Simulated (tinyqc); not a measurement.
Resistance of a source-drain extension with a graded tip: two steps of the calculation.

y runs along the channel, the gate covers y > 0. The doping is N0 for y < y0 and N0 10^(-(y - y0)/la) beyond, uniform over the depth xj. Sheet conductance s(y) = q mu(N) max(N - Nch, 0) xj + (for y > 0) ma Cox Vo, with mu(N) = u0 + (u1 - u0)/(1 + (N/Nr)^au) and Cox = eps0 eox/tox. Current is taken as one-dimensional; depletion of the tip, spreading and the contact are left out. The metallurgical junction lies at yj, where N = Nch.

Inputs (values chosen for the exercise); mobility law close to that of electrons in silicon:
- eox = 9.02 (relative permittivity of the gate insulator (close to aluminium oxide))
- tox = 3.2 nm (insulator thickness)
- N0 = 6.6e19 cm^-3 (active doping of the extension far from the gate)
- la = 3.9 nm/decade (lateral abruptness)
- y0 = 1.2 nm (position under the gate where the fall begins (gate edge at 0))
- xj = 7 nm (depth of the extension)
- Nch = 1e18 cm^-3 (channel doping)
- Vo = 0.83 V (gate overdrive)
- ma = 170 cm^2/(V s) (mobility of the gate-induced layer)
- u1 = 1414 cm^2/(V s) (mobility at low doping)
- u0 = 68.5 cm^2/(V s) (mobility at high doping)
- Nr = 9.2e16 cm^-3 (reference doping)
- au = 0.711 (exponent)
- Lg = 45 nm (gate length)

Constants: q = 1.602176634e-19 C, eps0 = 8.8541878128e-14 F/cm where lengths are in cm. Results are converted to the units shown.

Question 1. Sheet resistances and junction position. yj = y0 + la log10(N0/Nch); sheet resistance of the full extension 1/[q mu(N0)(N0 - Nch) xj] and of the gate-induced layer 1/(ma Cox Vo); metallurgical length Lg - 2 yj; ye is where the doped and the gate-induced conductances are equal.

Find: yj; sheet resistance of the extension; sheet resistance of the induced layer; metallurgical length; ye; N at ye.

Answer 1.

yj = 8.2962 nm
sheet resistance of the extension = 1695.0 ohm/square
sheet resistance of the induced layer = 2839.7 ohm/square
metallurgical length = 28.408 nm
ye = 2.1790 nm
N at ye = 3.7026e19 cm^-3

The gate takes over 6.12 nm before the junction, where N is still 37.0 times the channel doping.

Question 2. Resistance of the overlapped part. Midpoint rule on 8 equal steps from 0 to yj: R_ov = sum h/s(y), per width.

Find: y; N; doped conductance; sheet resistance; R_ov.

Answer 2.

```
point,y (nm),N (cm^-3),doped conductance (uS),sheet resistance (ohm/square)
0,0.5185,6.600e19,590.0,1061
1,1.556,5.350e19,488.2,1190
2,2.593,2.901e19,284.7,1570
3,3.630,1.572e19,169.1,1918
4,4.667,8.524e18,101.4,2205
5,5.704,4.621e18,59.60,2429
6,6.741,2.505e18,31.35,2608
7,7.778,1.358e18,9.698,2764
```

R_ov = 16.33 ohm um

Program tinyqc, `OMP_NUM_THREADS=1 python tinyqc.py 2282202 2282203 out.jsonl`; Intel Xeon 2.30GHz, shared host, one thread, about 0.03 s.
